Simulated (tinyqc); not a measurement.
Raising U: Hubbard ring of 6 sites, mean field against exact. Computed by the program tinyqc. Command: `OMP_NUM_THREADS=1 python tinyqc.py 111118 111119 out.jsonl`; one thread of a shared host (Intel(R) Xeon(R) Processor @ 2.60GHz), about 10 s.

one-body matrix (hopping and site energies) (eV):
```
         1        2        3        4        5        6
1   0.0000  -1.7600   0.0000   0.0000   0.0000  -1.7600
2  -1.7600   0.0000  -1.7600   0.0000   0.0000   0.0000
3   0.0000  -1.7600   0.0000  -1.7600   0.0000   0.0000
4   0.0000   0.0000  -1.7600   0.0000  -1.7600   0.0000
5   0.0000   0.0000   0.0000  -1.7600   0.0000  -1.7600
6  -1.7600   0.0000   0.0000   0.0000  -1.7600   0.0000
```

electrons, up and down: 3  2

Collinear unrestricted mean field (the lowest of 40 random starts) against exact diagonalisation.

Exact and mean-field results (eV):
```
U            U/t     E exact  E mean field  mean |n_up - n_down|  double occupancy, exact  first gap in the sector
0.8800    0.5000  -11.481181    -11.444124                0.1805                   0.1511                   0.0000
1.7600    1.0000  -10.723897    -10.577127                0.1984                   0.1358                   0.0000
3.5200    2.0000   -9.442600     -8.880723                0.2544                   0.1074                   0.0000
5.2800    3.0000   -8.439730     -7.292063                0.3682                   0.0833                   0.0000
7.0400    4.0000   -7.664712     -6.096301                0.6070                   0.0643                   0.0000
10.5600   6.0000   -6.597939     -4.897188                0.7411                   0.0392                   0.0000
14.0800   8.0000   -5.929559     -4.292562                0.7833                   0.0254                   0.0000
21.1200  12.0000   -5.168934     -3.689309                0.8118                   0.0127                   0.0000
35.2000  20.0000   -4.503060     -3.208350                0.8257                   0.0049                   0.0000
```

In absolute terms mean field is worst at U/t = 6.0, 1.701 eV too high: at small U it is nearly exact, and at large U it still misses the motion of the hole through a fluctuating spin background. Relative to the exact energy its error is 0.3 % at the smallest U, 29 % at most and 29 % at the largest. The double occupancy falls from 0.151 to 0.005.
